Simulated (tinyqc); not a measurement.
Inside a calculation. Method: Hartree-Fock atom on a uniform radial grid, spin-unpolarised, for Li+. Computed by tinyqc, a small Python program that keeps every step. Settings: Z = 3, points = 192, R = 8.2, functional = hf2, mixing = 1.0, iteration cap = 88. Command: `OMP_NUM_THREADS=1 python tinyqc.py 21117 21118 out.jsonl` (the two numbers bound the seeds that draw the settings). One thread of a shared host (Intel(R) Xeon(R) Processor @ 2.60GHz), about 0.08 s of CPU time with the checks. Later iterations appear only in the table of the cycle.

## Iteration 1

Spherical atom on a uniform radial grid r_j = j h with h = R/(N + 1), h sum u^2 = 1 and integrals as h times sums, u(0) = u(R) = 0 (atomic units):
```
parameter           value
Z                       3
points N              192
R                8.200000
h                0.042487
mixing           1.000000
electrons in 1s         2
```

Three-point differences turn -u''/2 + [l(l+1)/2r^2 - Z/r + V] u = e u into a tridiagonal matrix (diagonal 1/h^2 + potential, off-diagonal -1/2h^2). D = sum f u^2; the Hartree potential y/r solves y'' = -D/r with y(0) = 0, y(R) = N_e; for two electrons in one orbital exchange is -V_H/2 (Hartree-Fock); E = sum f e - int D V + int D (V_H/2 + eps_xc); V(new) = V + mixing (V_H + v_xc - V).

eigenvalues (hartree): 1s -4.481870

Every 12th grid point:
```
r             V in     u(1s)         D       V_H       v_xc
0.509845  0.000000  1.147936  2.635512  3.455508  -1.727754
1.019689  0.000000  0.499419  0.498839  1.943664  -0.971832
1.529534  0.000000  0.162957  0.053110  1.306819  -0.653409
2.039378  0.000000  0.047264  0.004468  0.980656  -0.490328
2.549223  0.000000  0.012852  0.000330  0.784551  -0.392276
3.059067  0.000000  0.003355  0.000023  0.653794  -0.326897
3.568912  0.000000  0.000851  1.45e-06  0.560395  -0.280197
4.078756  0.000000  0.000212  8.96e-08  0.490346  -0.245173
4.588601  0.000000  0.000052  5.37e-09  0.435863  -0.217931
5.098446  0.000000  0.000013  3.13e-10  0.392276  -0.196138
5.608290  0.000000  3.00e-06  1.79e-11  0.356615  -0.178307
6.118135  0.000000  7.11e-07         0  0.326897  -0.163449
6.627979  0.000000  1.68e-07         0  0.301751  -0.150876
7.137824  0.000000  3.92e-08         0  0.280197  -0.140099
7.647668  0.000000  8.76e-09         0  0.261518  -0.130759
8.157513  0.000000  4.59e-10         0  0.245173  -0.122586
```

total energy = -7.09179872 hartree

## Iteration 2

As before.

eigenvalues (hartree): 1s -2.674847

Every 12th grid point:
```
r             V in     u(1s)         D       V_H       v_xc
0.509845  1.727754  1.112305  2.474443  3.253436  -1.626718
1.019689  0.971832  0.613104  0.751793  1.918515  -0.959257
1.529534  0.653409  0.265665  0.141156  1.304246  -0.652123
2.039378  0.490328  0.104365  0.021784  0.980412  -0.490206
2.549223  0.392276  0.038838  0.003017  0.784529  -0.392264
3.059067  0.326897  0.013964  0.000390  0.653792  -0.326896
3.568912  0.280197  0.004902  0.000048  0.560395  -0.280197
4.078756  0.245173  0.001691  0.000006  0.490346  -0.245173
4.588601  0.217931  0.000576  6.63e-07  0.435863  -0.217931
5.098446  0.196138  0.000194  7.51e-08  0.392276  -0.196138
5.608290  0.178307  0.000065  8.38e-09  0.356615  -0.178307
6.118135  0.163449  0.000021  9.21e-10  0.326897  -0.163449
6.627979  0.150876  0.000007  9.98e-11  0.301751  -0.150876
7.137824  0.140099  2.30e-06  1.06e-11  0.280197  -0.140099
7.647668  0.130759  6.90e-07         0  0.261518  -0.130759
8.157513  0.122586  4.20e-08         0  0.245173  -0.122586
```

total energy = -7.20089592 hartree

## Iteration 3

As before.

eigenvalues (hartree): 1s -2.796831

Every 12th grid point:
```
r             V in     u(1s)         D       V_H       v_xc
0.509845  1.626718  1.119152  2.505001  3.289295  -1.644648
1.019689  0.959257  0.595496  0.709232  1.923402  -0.961701
1.529534  0.652123  0.249324  0.124325  1.304810  -0.652405
2.039378  0.490206  0.094828  0.017985  0.980473  -0.490236
2.549223  0.392264  0.034211  0.002341  0.784535  -0.392268
3.059067  0.326896  0.011934  0.000285  0.653793  -0.326896
3.568912  0.280197  0.004067  0.000033  0.560395  -0.280197
4.078756  0.245173  0.001363  3.71e-06  0.490346  -0.245173
4.588601  0.217931  0.000451  4.06e-07  0.435863  -0.217931
5.098446  0.196138  0.000147  4.35e-08  0.392276  -0.196138
5.608290  0.178307  0.000048  4.58e-09  0.356615  -0.178307
6.118135  0.163449  0.000015  4.76e-10  0.326897  -0.163449
6.627979  0.150876  4.94e-06  4.88e-11  0.301751  -0.150876
7.137824  0.140099  1.56e-06         0  0.280197  -0.140099
7.647668  0.130759  4.59e-07         0  0.261518  -0.130759
8.157513  0.122586  2.76e-08         0  0.245173  -0.122586
```

total energy = -7.20387006 hartree

## Convergence

Stop when input and output potentials agree to 1e-7.

Course of the cycle (hartree):
```
iteration            E      e(1s)  largest |V(out) - V(in)|
1          -7.09179872  -4.481870                  2.98e+00
2          -7.20089592  -2.674847                  3.64e-01
3          -7.20387006  -2.796831                  6.24e-02
4          -7.20395634  -2.775236                  1.06e-02
5          -7.20395883  -2.778871                  1.80e-03
6          -7.20395890  -2.778253                  3.06e-04
7          -7.20395890  -2.778358                  5.20e-05
8          -7.20395890  -2.778340                  8.83e-06
9          -7.20395890  -2.778343                  1.50e-06
10         -7.20395890  -2.778342                  2.55e-07
11         -7.20395890  -2.778342                  4.33e-08
```

Converged in 11 iterations. A uniform grid resolves the cusp poorly: for a bare nucleus this grid gives 1s at -4.48187 against -Z^2/2 = -4.5 hartree. Before convergence this energy mixes input and output and is not variational, so it may rise towards its limit.
